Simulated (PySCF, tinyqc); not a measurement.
Inside a calculation. Method: coupled-perturbed Hartree-Fock on RHF in the sto-3g basis, for H4, spin multiplicity 1. The lowest restricted solution is unstable here: a spin-polarised one lies 0.0020 hartree lower (PySCF). One step of it, computed by the program tinyqc.

Problem. Iteration 1: diagonalisation and new density. Diagonalise F' = X^T F X, C = X C', fill 2 alpha and 2 beta electrons from the bottom; D = 2 C_occ C_occ^T. Each column has its largest component positive (the first on a tie).

Fock matrix F (hartree), lower triangle:
```
           1H 1s      2H 1s      3H 1s      4H 1s
1H 1s  -0.187378
2H 1s  -0.396788  -0.191372
3H 1s  -0.040638  -0.167916  -0.191372
4H 1s   0.014524  -0.040638  -0.396788  -0.187378
```

X:
```
               1          2          3         4
1H 1s  -0.600846   0.682097   0.498257  0.350425
2H 1s   0.794147  -0.534539   0.376978  0.447159
3H 1s  -0.794147  -0.534539  -0.376978  0.447159
4H 1s   0.600846   0.682097  -0.498257  0.350425
```

Give: F' = X^T F X; orbital energies; coefficients C; D after iteration 1.

Solution.

F' = X^T F X (hartree), lower triangle:
```
         1        2        3        4
1   0.5044
2   0.0000   0.2718
3  -0.0137   0.0000  -0.3745
4   0.0000  -0.0138   0.0000  -0.4603
```

orbital energies (hartree): MO1 -0.4606, MO2 -0.3747, MO3 0.2721, MO4 0.5046

coefficients C:
```
          MO1      MO2      MO3      MO4
1H 1s  0.3632   0.4889   0.6754  -0.6085
2H 1s  0.4370   0.3893  -0.5429   0.7882
3H 1s  0.4370  -0.3893  -0.5429  -0.7882
4H 1s  0.3632  -0.4889   0.6754   0.6085
```

D after iteration 1, lower triangle:
```
         1H 1s    2H 1s   3H 1s   4H 1s
1H 1s   0.7419
2H 1s   0.6981   0.6850
3H 1s  -0.0631   0.0788  0.6850
4H 1s  -0.2141  -0.0631  0.6981  0.7419
```
